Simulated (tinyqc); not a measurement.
MOS inversion layer, Poisson-Schroedinger loop: one step of the calculation.

Electrons confined at an insulator interface at z = 0, treated as a hard wall; parabolic valleys, Hartree approximation, no image or exchange terms. The depletion charge lies far deeper than the electrons and gives a uniform field q Nd/(eps0 eps_r); the gate balances all charge. Energies are counted from the band edge at the interface.

Problem. Levels and probability densities. Tridiagonal Hamiltonian with psi = 0 one step beyond both ends: H_ii = C (1/m_(i-1/2) + 1/m_(i+1/2))/hz^2 + V0_i + U_i (+ dE for the set B), H_(i,i+1) = -C/(m_(i+1/2) hz^2), C = hbar^2/(2 m0). The lowest 2 level(s) of each valley set are kept, normalised to hz sum |psi|^2 = 1. The mass is the same on all intervals.

Inputs (values chosen for the exercise); masses and permittivity close to those of germanium (111):
- mz1 = 1.62 m0 (mass along z of valley set A (1 valley(s)))
- mz2 = 0.0909 m0 (mass along z of valley set B (3 valley(s)))
- dE = 0 eV (extra shift of set B (strain))
- hz = 1.4 nm (mesh step)

Constants: q = 1.602176634e-19 C, hbar = 1.054571817e-34 J s, m0 = 9.1093837015e-31 kg, hbar^2/(2 m0) = 0.0380998212 eV nm^2. Results are converted to the units shown.

| node | fixed potential V0 (eV) | self-consistent potential U at the start (eV) |
|---|---|---|
| 1 | 0.002867907 | 0 |
| 2 | 0.005735814 | 0 |
| 3 | 0.008603721 | 0 |
| 4 | 0.011471628 | 0 |
| 5 | 0.014339536 | 0 |
| 6 | 0.017207443 | 0 |
| 7 | 0.020075350 | 0 |
| 8 | 0.022943257 | 0 |
| 9 | 0.025811164 | 0 |
| 10 | 0.028679071 | 0 |
| 11 | 0.031546978 | 0 |
| 12 | 0.034414885 | 0 |
| 13 | 0.037282792 | 0 |
| 14 | 0.040150700 | 0 |
| 15 | 0.043018607 | 0 |
| 16 | 0.045886514 | 0 |
| 17 | 0.048754421 | 0 |
| 18 | 0.051622328 | 0 |
| 19 | 0.054490235 | 0 |

Wanted: levels; |psi|^2 of A1; |psi|^2 of A2; |psi|^2 of B1; |psi|^2 of B2.

Solution.

levels (eV): A1 0.010643, A2 0.018366, B1 0.028186, B2 0.050564

| node | \|psi\|^2 of A1 (1/nm) | \|psi\|^2 of A2 (1/nm) | \|psi\|^2 of B1 (1/nm) | \|psi\|^2 of B2 (1/nm) |
|---|---|---|---|---|
| 1 | 0.14472 | 0.12454 | 0.009427 | 0.011261 |
| 2 | 0.26456 | 0.06250 | 0.033376 | 0.035558 |
| 3 | 0.19179 | 0.01347 | 0.062055 | 0.053586 |
| 4 | 0.08243 | 0.15029 | 0.085683 | 0.052434 |
| 5 | 0.02437 | 0.19059 | 0.098247 | 0.034086 |
| 6 | 0.00536 | 0.11490 | 0.098519 | 0.011878 |
| 7 | 0.00092 | 0.04353 | 0.088921 | 0.000267 |
| 8 | 0.00013 | 0.01167 | 0.073552 | 0.006181 |
| 9 | 0.00001 | 0.00237 | 0.056437 | 0.026710 |
| 10 | 0.00000 | 0.00038 | 0.040516 | 0.052591 |
| 11 | 0.00000 | 0.00005 | 0.027381 | 0.073850 |
| 12 | 0.00000 | 0.00001 | 0.017492 | 0.084107 |
| 13 | 0.00000 | 0.00000 | 0.010588 | 0.082008 |
| 14 | 0.00000 | 0.00000 | 0.006070 | 0.070194 |
| 15 | 0.00000 | 0.00000 | 0.003282 | 0.053182 |
| 16 | 0.00000 | 0.00000 | 0.001651 | 0.035399 |
| 17 | 0.00000 | 0.00000 | 0.000748 | 0.020040 |
| 18 | 0.00000 | 0.00000 | 0.000279 | 0.008795 |
| 19 | 0.00000 | 0.00000 | 0.000062 | 0.002159 |

Numbers from tinyqc (`OMP_NUM_THREADS=1 python tinyqc.py 2160121 2160122 out.jsonl`; about 1 s on one thread of a shared Intel Xeon 2.30GHz).
